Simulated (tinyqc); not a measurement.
Phonon transmission through an interface between two chains by Green functions. Inputs raised by 2 %, one at a time. Computed by tinyqc, a small Python program. Command: `OMP_NUM_THREADS=1 python tinyqc.py 3030175 3030176 out.jsonl agf sens`. One thread of a shared host (Intel(R) Xeon(R) Processor @ 2.30GHz), about 0.03 s of CPU time with the checks.

Two semi-infinite chains (masses m_1, m_2; springs k_1, k_2), motion along the chain. The central region holds the end atom of each chain, joined by springs k_b. lambda = omega^2 in eV/(angstrom^2 u); nu = 15.6333042 THz x sqrt(lambda).

Inputs (values chosen for the exercise, for two model chains):
```
quantity                          value           unit
mass m_1                           40.3              u
spring k_1                         2.97  eV/angstrom^2
mass m_2                           51.2              u
spring k_2                         1.44  eV/angstrom^2
junction spring k_b               0.414  eV/angstrom^2
probe frequency / lower band top    0.9              -
temperature T                       100              K
```

Atoms in the interlayer: none.

Constants: nu for 1 eV/(angstrom^2 u) = 15.6333042 THz; h x 1 THz = 4.135667696 meV; k_B = 8.617333262e-05 eV/K; k_B = 1.380649e-23 J/K; h = 6.62607015e-34 J s.

Method:
- nu_max = 15.6333042 THz x 2 sqrt(k/m); impedance Z = sqrt(k m); long-wave transmission 4 Z_1 Z_2/(Z_1 + Z_2)^2; the probe frequency is the given share of the lower band top.
- In chain i, sin(q_i a/2) = nu/nu_max,i. An outgoing wave makes the next atom move as exp(i q_i a) times the end atom, so the lead adds the self-energy Sigma_i = -k_i exp(i q_i a) to the force-constant matrix; Gamma_i = -2 Im Sigma_i = 2 k_i sin(q_i a).
- A = lambda M - K - Sigma over the central atoms, with K_ii the sum of the springs at i, K_(i,i+1) = -k_b; G = inverse of A; transmission = Gamma_1 Gamma_2 |G_(first,last)|^2.
- Landauer conductance G = k_B int tau(nu) x^2 e^x/(e^x - 1)^2 d nu, x = h nu/(k_B T), from 0 to the lower band top (240 Gauss-Legendre points in s from 0 to 1, nu = nu_top sin(pi s/2)); tau is the transmission, and its thermal mean is G over the value for tau = 1 in the same window; the quantum is g_0 = pi^2 k_B^2 T/(3 h).

Runs:
```
input moved                           from       to  conductance G (pW/K)  thermal mean of the transmission  long-wave transmission  transmission
base run                                 -        -                25.160                           0.40772                 0.98547      0.044719
mass m_1 (u)                          40.3   41.106                25.049                           0.40591                 0.98427      0.044115
spring k_1 (eV/angstrom^2)            2.97   3.0294                25.036                           0.40571                 0.98427      0.044339
mass m_2 (u)                          51.2   52.224                25.048                           0.40877                 0.98662      0.045325
spring k_2 (eV/angstrom^2)            1.44   1.4688                25.078                           0.40356                 0.98662      0.042986
junction spring k_b (eV/angstrom^2)  0.414  0.42228                25.592                           0.41471                 0.98547      0.046922
temperature T (K)                      100      102                25.211                           0.40625                 0.98547      0.044719
```

Exponents ln(y'/y) / ln(x'/x):
```
input                conductance G  thermal mean of the transmission  long-wave transmission  transmission
mass m_1                    -0.224                            -0.224                  -0.061        -0.687
spring k_1                  -0.250                            -0.250                  -0.061        -0.431
mass m_2                    -0.226                             0.130                   0.059         0.680
spring k_2                  -0.164                            -0.518                   0.059        -1.995
junction spring k_b          0.859                             0.859                   0.000         2.428
temperature T                0.103                            -0.183                   0.000         0.000
```

Which inputs matter most for each result?

Among the inputs moved here: conductance G answers most in size to junction spring k_b (exponent +0.859), next to spring k_1 (-0.250). Thermal mean of the transmission answers most in size to junction spring k_b (exponent +0.859), next to spring k_2 (-0.518). Long-wave transmission answers most in size to mass m_1 (exponent -0.061), and about equally to spring k_1 (-0.061); its exponent is below 0.0005 for junction spring k_b, temperature T. Its exponent 0.000 in junction spring k_b: long waves do not see the junction. Transmission answers most in size to junction spring k_b (exponent +2.428), next to spring k_2 (-1.995); its exponent is below 0.0005 for temperature T.
